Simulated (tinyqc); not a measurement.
Inside a calculation. Method: Hubbard chain of 6 sites. One step of it, computed by the program tinyqc.

Question. Mean-field iteration 3. H(up) = T + U n(down), H(down) = T + U n(up); fill the lowest levels; n(new) = n + mixing (n(out) - n); E = tr T (rho up + rho down) + U sum n_up n_down of the output.

one-body matrix (hopping and site energies) (eV), order 1, 2, 3, 4, 5, 6:
```
[[-0.320000, -0.510000, 0.000000, 0.000000, 0.000000, 0.000000],
 [-0.510000, 0.020000, -0.510000, 0.000000, 0.000000, 0.000000],
 [0.000000, -0.510000, 0.860000, -0.510000, 0.000000, 0.000000],
 [0.000000, 0.000000, -0.510000, 0.500000, -0.510000, 0.000000],
 [0.000000, 0.000000, 0.000000, -0.510000, 0.910000, -0.510000],
 [0.000000, 0.000000, 0.000000, 0.000000, -0.510000, -0.220000]]
```

U = 11.100000 eV

electrons, up and down: [3, 3]

mixing = 1

n(up) after iteration 2: [0.024039, 0.833918, 0.830439, 0.336148, 0.969188, 0.006269]

n(down) after iteration 2: [0.024039, 0.833918, 0.830439, 0.336148, 0.969188, 0.006269]

Give: levels, up; levels, down; energy; n(up) after iteration 3; n(down) after iteration 3.

Answer.

levels, up (eV): [-0.1725, -0.0810, 4.1526, 9.0617, 10.3638, 11.7254]

levels, down (eV): [-0.1725, -0.0810, 4.1526, 9.0617, 10.3638, 11.7254]

energy = 32.3529 eV

n(up) after iteration 3: [0.9970, 0.0030, 0.0075, 0.9880, 0.0063, 0.9982]

n(down) after iteration 3: [0.9970, 0.0030, 0.0075, 0.9880, 0.0063, 0.9982]
